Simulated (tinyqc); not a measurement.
Self-heating of a transistor with one or more fingers, with temperature-dependent conductivity: one step, computed by the program tinyqc.

N long parallel fingers lie on the top face of a slab whose bottom is held at T_0; the top is otherwise insulated, and heat flows in two dimensions. P in W/mm is 1000 P in W/m.

Task: Correction for the falling conductivity. Kirchhoff transformation for kappa = kappa_0 (T/T_0)^-m: T = T_0 [1 - (m - 1) theta/T_0]^(-1/(m - 1)), where theta is the linear rise. The bracket vanishes at the power P T_0/((m - 1) theta).

Inputs (values chosen for the exercise, modelled on silicon carbide):
```
quantity                    value        unit
exponent m in kappa ~ T^-m    1.6           -
base temperature T_0          323           K
power per gate width P        2.3        W/mm
width of the heat source w   0.17  micrometre
phonon free path Lambda       120          nm
```

Power: power rises with temperature.

largest theta = 34.83127 K

Give: peak temperature; true rise; true rise / linear rise; power at which the formula diverges.

Result:

peak temperature = 361.1 K

true rise = 38.09 K

true rise / linear rise = 1.094

power at which the formula diverges = 35.55 W/mm

The falling conductivity adds 9.4 % to the rise. Caution: the source is narrower than two phonon free paths, so the Fourier result understates the rise at the source.
